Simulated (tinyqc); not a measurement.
Thin-body transistor below threshold, two-dimensional Poisson equation on a small mesh: two steps of the calculation.

A thin body on a thick buried insulator of low permittivity, taken as carrying no normal field at the bottom of the body (row 0). Mobile charge is neglected (subthreshold), the body is fully depleted, and potentials are counted from the intrinsic level; rows run upward to the gate, columns from source to drain.

Parameters, values chosen for the exercise; semiconductor permittivity made up:
- eps_r = 12.2 (relative permittivity of the semiconductor)
- eox = 3.9 (relative permittivity of the insulator)
- tb = 6 nm (body thickness)
- tox = 2.2 nm (insulator thickness)
- L = 57 nm (channel length)
- Na = 0 cm^-3 (acceptor density of the depleted body)

Constants: q = 1.602176634e-19 C, eps0 = 8.8541878128e-14 F/cm where lengths are in cm. Results are converted to the units shown.

Task 1. Coefficients of the five-point equations. Mesh: rows i = 0..3 in the semiconductor (step hs = tb/3, row 3 on the interface), then 1 step(s) ho = tox/1 up to the gate row 4; columns j = 0..6 (step hy = L/6). Box integration, divided by eps0: up_i = eps hy/h of the interval above row i, dn_i = that of the interval below (0 for row 0), lat_i = (sum of eps h/2 over the intervals above and below)/hy, s_i = -q Na w_i hy/eps0 with w_i the semiconductor height of the box (hs/2 for row 0 and the interface row, hs between, 0 in the insulator). Each free node obeys (up + dn + 2 lat) psi = up psi(above) + dn psi(below) + lat [psi(left) + psi(right)] + s.

Wanted: up; dn; lat; s.

Result 1.

```
row	up	dn	lat	s (V)
0	57.950	0	1.2842	0
1	57.950	57.950	2.5684	0
2	57.950	57.950	2.5684	0
3	16.841	57.950	1.7358	0
```

Task 2. Over-relaxation sweep (omega = 1.2). Free nodes: rows 0..3, columns 1..5, taken row by row from row 0, left to right. t = (up psi(above) + dn psi(below) + lat [psi(left) + psi(right)] + s)/(up + dn + 2 lat), with the newest neighbours; psi(new) = psi + 1.2 (t - psi).

psi after iteration 1 (V):
```
	j=0	j=1	j=2	j=3	j=4	j=5	j=6
row 0	0.49000000	0.09044032	0.08026585	0.08000677	0.08000017	0.09171353	0.54000000
row 1	0.49000000	0.09643866	0.08057134	0.08001844	0.08000057	0.09844339	0.54000000
row 2	0.49000000	0.09988491	0.08083461	0.08003185	0.08000114	0.10230994	0.54000000
row 3	0.49000000	0.10858081	0.08150226	0.08006828	0.08000283	0.11206639	0.54000000
row 4	0.08000000	0.08000000	0.08000000	0.08000000	0.08000000	0.08000000	0.08000000
```

```
row	up	dn	lat	s (V)
0	57.95	0	1.2842105	0
1	57.95	57.95	2.5684211	0
2	57.95	57.95	2.5684211	0
3	16.840909	57.95	1.7357895	0
```

Give: psi after iteration 2.

Result 2.

psi after iteration 2 (V):
```
	j=0	j=1	j=2	j=3	j=4	j=5	j=6
row 0	0.4900	0.1072	0.0813	0.0801	0.0803	0.1106	0.5400
row 1	0.4900	0.1142	0.0820	0.0801	0.0806	0.1184	0.5400
row 2	0.4900	0.1226	0.0829	0.0802	0.0809	0.1278	0.5400
row 3	0.4900	0.1231	0.0834	0.0802	0.0817	0.1283	0.5400
row 4	0.0800	0.0800	0.0800	0.0800	0.0800	0.0800	0.0800
```

Numbers from tinyqc (`OMP_NUM_THREADS=1 python tinyqc.py 2480038 2480039 out.jsonl`; about 0.1 s on one thread of a shared Intel Xeon 2.30GHz).
